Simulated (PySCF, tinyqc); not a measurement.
Ways to converge the cycle: SCF convergence aids in the 3-21g basis, for H3+, spin multiplicity 1. Computed by the program tinyqc with PySCF. 

Geometry (angstrom):
```
atom       x       y        z
H     0.0000  0.0000   0.0000
H     0.0000  0.0000   1.0940
H     0.0000  0.6790  -0.8580
```

lowest restricted solution found by these runs and by PySCF = -1.179899 hartree

RHF with one setting changed at a time; a run stops when the energy changes by less than 1e-09 hartree and the error matrix is below 1e-5. The start is the Wolfsberg-Helmholz matrix. Damping d keeps d of the old density; a shift (hartree) raises the virtual levels; DIIS n extrapolates F over n matrices.

Largest element of the error matrix X^T (FDS - SDF) X:
```
iteration    plain  damping 0.3  damping 0.6  shift 0.4   DIIS 3   DIIS 8
1          1.7e-01      1.7e-01      1.7e-01    1.7e-01  1.7e-01  1.7e-01
2          3.4e-02      7.6e-02      1.2e-01    6.4e-02  3.4e-02  3.4e-02
3          6.3e-03      3.3e-02      8.0e-02    2.3e-02  1.1e-03  1.1e-03
4          1.2e-03      1.4e-02      5.4e-02    8.3e-03  1.1e-04  1.1e-04
5          2.3e-04      6.1e-03      3.7e-02    3.1e-03  4.7e-06  6.2e-06
6          4.4e-05      2.6e-03      2.5e-02    1.2e-03  5.2e-07  1.6e-08
8          1.8e-06      4.9e-04      1.1e-02    1.8e-04        -        -
10               -      9.2e-05      5.1e-03    3.4e-05        -        -
14               -      3.3e-06      1.1e-03          -        -        -
20               -            -      1.0e-04          -        -        -
30               -            -      2.0e-06          -        -        -
```

How each run ends:
```
run          iterations  E (hartree)         state
plain                 8    -1.179899  lowest found
damping 0.3          17    -1.179899  lowest found
damping 0.6          37    -1.179899  lowest found
shift 0.4            12    -1.179899  lowest found
DIIS 3                6    -1.179899  lowest found
DIIS 8                6    -1.179899  lowest found
```

6 of 6 runs reach the lowest restricted solution found, in 6 to 37 iterations (fastest: DIIS 3, DIIS 8). Plain steps already contract here, so damping only slows them. DIIS 3 and DIIS 8 gain by cancelling the error over several earlier matrices, much as a quasi-Newton step does. The restricted reference is unstable here: a spin-polarised solution lies 0.0001 hartree lower (PySCF), so results built on it describe a poor reference.
